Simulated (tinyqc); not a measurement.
Semiconductor laser, carrier and photon rate equations: light against current through threshold.

Carrier density N and photon density S in one mode: dN/dt = F1 = eta I/(q V) - (A N + B N^2 + C N^3) - vg g S; dS/dt = F2 = G vg g S + G be B N^2 - S/tp, with g = g0 ln(N/Ntr)/(1 + ec S). Output power P = Fo Eph S V/(G tp). No heating, no carrier transport.

gth = 1/(G vg tp), Nth = Ntr exp(gth/g0), Ith = q V (A Nth + B Nth^2 + C Nth^3)/eta. N and S are the steady state (F1 = F2 = 0, S > 0).

Parameters, values chosen for the exercise:
```
symbol    value    unit                                      meaning
V       7.2e-12    cm^3                                active volume
G          0.11                                   confinement factor
vg       8.18e9    cm/s                               group velocity
g0         1100    1/cm                             gain coefficient
Ntr      1.5e18   cm^-3                         transparency density
ec      6.9e-18    cm^3                             gain compression
tp          3.9      ps                              photon lifetime
A         1.2e8     1/s             defect recombination coefficient
B       5.1e-11  cm^3/s                        radiative coefficient
C       1.2e-29  cm^6/s                            Auger coefficient
be       2.5e-5          share of spontaneous emission into the mode
eta        0.86                                 injection efficiency
Fo         0.68                share of cavity losses that is output
Eph        0.95      eV                                photon energy
```

Constants: q = 1.602176634e-19 C. Results are converted to the units shown.

Result of one run:
```
N/Nth,S (cm^-3),P (mW),share of carriers lost by stimulated emission (%)
1.0004,2.2711e14,0.39450,50.721
```

Which drive current I gave this result: 0.34, 0.55, 0.65, 1.4 or 3.4 mA?

I = 1.4 mA.

The whole series:
```
I (mA),N/Nth,S (cm^-3),P (mW),share of carriers lost by stimulated emission (%)
0.14,0.33833,5.6536e7,9.8207e-8,-4.0195e-4
0.34,0.64374,5.0360e8,8.7478e-7,-3.2429e-4
0.55,0.87427,3.0449e9,5.2892e-6,8.3319e-4
0.65,0.96608,1.4477e10,2.5147e-5,0.0060361
0.76,1.0000,2.2567e13,0.039200,9.2833
1,1.0002,9.9266e13,0.17243,31.037
1.4,1.0004,2.2711e14,0.39450,50.721
2.1,1.0008,4.5083e14,0.78313,67.125
3.4,1.0015,8.6632e14,1.5049,79.669
```

Ith is 0.689 mA. The power rises by a factor of 7410 between 0.55 and 0.76 mA, while N/Nth goes only from 0.874 to 1.00. Above threshold N is nearly clamped, reaching 1.002 Nth in the last row through gain compression, and the slope between the last two rows is 0.555 W/A, against Fo eta Eph/q = 0.556 W/A. At I = 0.14 mA N is far below Ntr, where the logarithmic gain law overstates the absorption.

Numbers from tinyqc (`OMP_NUM_THREADS=1 python tinyqc.py 2840120 2840121 out.jsonl`; about 0.01 s on one thread of a shared Intel Xeon 2.30GHz).
